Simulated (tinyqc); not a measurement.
# MOS capacitor on a p-type substrate, surface potential from the exact charge relation: several studies

Uniform p-type substrate, Boltzmann statistics, full ionisation, classical densities. psi is the surface potential against the body (positive when the bands bend down) and u = psi/Vt. Traps are spread evenly over the gap and neutral at flat band, so their charge is -q Dit psi; the minority quasi-Fermi level is shifted by Vb.

Values chosen for this exercise; band and dielectric values close to those of gallium arsenide: temperature T = 293 K; band gap Eg = 1.44 eV; relative permittivity eps_r = 13; conduction-band density of states at T Nc = 4.18e17 cm^-3; valence-band density of states at T Nv = 8.63e18 cm^-3; electron affinity chi = 4.12 eV; acceptor density of the substrate N = 1.4e15 cm^-3; relative permittivity of the gate insulator (close to silicon dioxide) eox = 3.9; insulator thickness tox = 3.9 nm; gate work function phiM = 4.63 eV; fixed charge at the interface, in units of q Nf = 0 cm^-2; density of interface traps Dit = 0 cm^-2 eV^-1; reverse bias of the inversion layer against the body Vb = 0 V.

Constants: q = 1.602176634e-19 C, kB = 1.380649e-23 J/K, Vt = kB T/q, eps0 = 8.8541878128e-14 F/cm where lengths are in cm. Results are converted to the units shown.

Each table varies one quantity; the others keep the values above.

## Capacitance-voltage curves

ni = sqrt(Nc Nv) exp(-Eg/(2 Vt)), Eg in volts; phiF = Vt ln(N/ni); Cox = eps0 eox/tox; Vfb = phiM - chi - (Eg - Vt ln(Nv/N)) - q Nf/Cox; Q0 = sqrt(2 eps0 eps_r q N Vt); r = (ni/N)^2 exp(-Vb/Vt); VT = Vfb + [(2 phiF + Vb)(1 + q Dit/Cox) + sqrt(2 eps0 eps_r q N (2 phiF + Vb))/Cox]. u = psi/Vt; F^2 = exp(-u) + u - 1 + r (exp(u) - u - 1); Qs = -sign(u) Q0 F; Cs = -dQs/dpsi = (Q0/Vt) |1 - exp(-u) + r (exp(u) - 1)|/(2 F). psi solves Vg = Vfb + psi + (q Dit psi - Qs)/Cox. Low frequency: 1/C_LF = 1/Cox + 1/(Cs + q Dit). High frequency, in the simple estimate in which traps and minority carriers do not follow: 1/C_HF = 1/Cox + 1/Cd, Cd being Cs with r = 0 at the same psi. Deep depletion: r = 0 and Dit = 0 both in the equation for psi and in Cs. Minority sheet density N_inv = (Q0/(2 q)) int_0^u r (exp(t) - 1)/F(t) dt for u > 0. N_inv under 1 cm^-2 is printed as 0. Regimes: accumulation when majority carriers gather, then depletion up to |psi| = phiF + Vb, weak inversion up to 2 phiF + Vb, strong inversion beyond.

Capacitance-voltage curves:
```
Vg (V)   psi (V)  C_LF/Cox  C_HF/Cox  C_deep/Cox  N_inv (cm^-2)            regime
-1.45    -0.2426    0.9079    0.9079      0.9079              0      accumulation
-1.14    -0.2031    0.8186    0.8186      0.8186              0      accumulation
-0.83   -0.09506    0.3546    0.3546      0.3546              0      accumulation
-0.52     0.1796   0.03160   0.03160     0.03160              0         depletion
-0.21     0.4823   0.01863   0.01863     0.01863              0         depletion
0.1       0.7873   0.01449   0.01449     0.01449        2.275e4    weak inversion
0.41       1.093   0.03451   0.01227     0.01227        3.371e9  strong inversion
0.72       1.263    0.7628   0.01140     0.01083       7.700e11  strong inversion
1.03       1.311    0.8942   0.01119    0.009800       2.216e12  strong inversion
1.34       1.337    0.9338   0.01108    0.009018       3.787e12  strong inversion
1.65       1.354    0.9522   0.01101    0.008398       5.404e12  strong inversion
```

Read the table: what changes, and by how much?

C_LF/Cox is lowest, 0.0145, at Vg = 0.1 V (weak inversion) among the rows listed and is 0.952 in the last row, where C_HF/Cox is 0.0110 and the deep-depletion value 0.00840. Vfb = -0.710 V, where C_HF/Cox = 0.103 (Cox in series with eps0 eps_r/LD), and VT = 0.393 V. Over the last two rows psi moves by only 0.056 V a volt of gate bias, since the inversion charge screens the body. In strong accumulation and inversion degeneracy and confinement, left out here, lower the capacitance.

## Effect of the acceptor density of the substrate on threshold and swing

ni = sqrt(Nc Nv) exp(-Eg/(2 Vt)), Eg in volts; phiF = Vt ln(N/ni); Cox = eps0 eox/tox; Vfb = phiM - chi - (Eg - Vt ln(Nv/N)) - q Nf/Cox; VT = Vfb + [(2 phiF + Vb)(1 + q Dit/Cox) + sqrt(2 eps0 eps_r q N (2 phiF + Vb))/Cox]. gamma = sqrt(2 eps0 eps_r q N)/Cox; Wm = sqrt(2 eps0 eps_r (2 phiF + Vb)/(q N)); m = 1 + (eps0 eps_r/Wm + q Dit)/Cox; swing m Vt ln 10; Cmin/Cox = 1/(1 + Cox Wm/(eps0 eps_r)).

Effect of the acceptor density of the substrate on threshold and swing:
```
N (cm^-3)  Vfb (V)  2 phiF (V)  gamma (V^0.5)  VT (V)  Wm (nm)      m  swing (mV/decade)  Cmin/Cox
1e15       -0.7012       1.059        0.02169  0.3799     1233  1.011              58.75   0.01043
2.9e15     -0.7281       1.113        0.03694  0.4235    742.4  1.018              59.16   0.01721
8.4e15     -0.7549       1.166        0.06286  0.4792    446.6  1.029              59.83   0.02828
2.4e16     -0.7814       1.219         0.1063  0.5552    270.2  1.048              60.93   0.04591
7.1e16     -0.8088       1.274         0.1828  0.6715    160.6  1.081              62.84   0.07490
2.1e17     -0.8362       1.329         0.3143  0.8550    95.35  1.136              66.06    0.1200
6e17       -0.8627       1.382         0.5313   1.144    57.52  1.226              71.28    0.1843
1.7e18     -0.8890       1.434         0.8943   1.617    34.82  1.373              79.84    0.2719
```

As N goes from 1e15 to 1.7e18, VT rises from 0.380 to 1.62 V, the swing rises from 58.8 to 79.8 mV/decade and Cmin/Cox rises from 0.0104 to 0.272. Of the change of VT by 1.24 V, -0.188 V comes from Vfb and 1.42 V from the band bending and the charge it takes. gamma goes as N^(0.50) and Wm as N^(-0.48); phiF, which grows slowly with N, keeps the latter from -1/2.

## Effect of the insulator thickness on threshold and swing

Same model as above.

The same in every row: Vfb (V) = -0.7097; 2 phiF (V) = 1.076; Wm (nm) = 1051.

Results:
```
tox (nm)  gamma (V^0.5)  VT (V)      m  swing (mV/decade)  Cmin/Cox
0.97           0.006383  0.3727  1.003              58.32  0.003068
1.4            0.009213  0.3757  1.004              58.40  0.004422
2.2             0.01448  0.3811  1.007              58.54  0.006931
3.2             0.02106  0.3879  1.010              58.73   0.01005
4.8             0.03159  0.3989  1.015              59.02   0.01500
10              0.06581  0.4344  1.032              59.98   0.03075
16               0.1053  0.4753  1.051              61.09   0.04831
```

Estimate the missing row, tox = 7.1 nm.

Computed row:
```
tox (nm)  gamma (V^0.5)  VT (V)      m  swing (mV/decade)  Cmin/Cox
7.1             0.04672  0.4146  1.023              59.45   0.02203
```

With this row back in the table: As tox goes from 0.97 to 16, VT rises from 0.373 to 0.475 V, the swing rises from 58.3 to 61.1 mV/decade and Cmin/Cox rises from 0.00307 to 0.0483. Vfb does not move. m - 1 goes as tox^(1.00), that is as 1/Cox.

Numbers from tinyqc (`OMP_NUM_THREADS=1 python tinyqc.py 2060130 2060131 out.jsonl`; about 0.01 s on one thread of a shared Intel Xeon 2.30GHz).
